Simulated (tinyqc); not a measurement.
Decay of LO phonons and the hot-phonon bottleneck in the cooling of electrons: one step, computed by the program tinyqc.

n(E, T) = 1/(exp(E/(k_B T)) - 1) is the Bose occupation. Electrons have a temperature T_e; the LO modes within their reach share one occupation N; the decay products stay at the lattice temperature.

Problem. Electron and phonon temperatures in closed form. Net emission per electron: [(N + 1) x - N]/tau_sp with x = exp(-hbar omega/(k_B T_e)), a simple two-level balance; steady state of the modes: n [(N + 1) x - N]/tau_sp = N_m (N - N_0)/tau; power per electron P = hbar omega [(N + 1) x - N]/tau_sp. With p = P tau_sp/(hbar omega): N = N_0 + r p and x = (p + N)/(N + 1); without hot phonons N = N_0. The mode temperature T_LO solves n(hbar omega, T_LO) = N.

Inputs (values chosen for the exercise, modelled on gallium arsenide): LO energy hbar omega = 36.5 meV; lattice temperature T = 150 K; power supplied per electron P = 1.1 nW.

Decay channel: two unequal phonons (Ridley).

emission time tau_sp = 138.5000 fs

equilibrium LO occupation N_0 = 0.06313070

bottleneck ratio r = 0.3406188

Constants: e = 1.602176634e-19 C; k_B = 8.617333262e-05 eV/K.

Give: reduced power p; LO occupation N; electron temperature T_e; T_e without hot phonons; mode temperature T_LO.

Solution.

reduced power p = 0.02605

LO occupation N = 0.07200

electron temperature T_e = 177.1 K

T_e without hot phonons = 170.9 K

mode temperature T_LO = 156.8 K
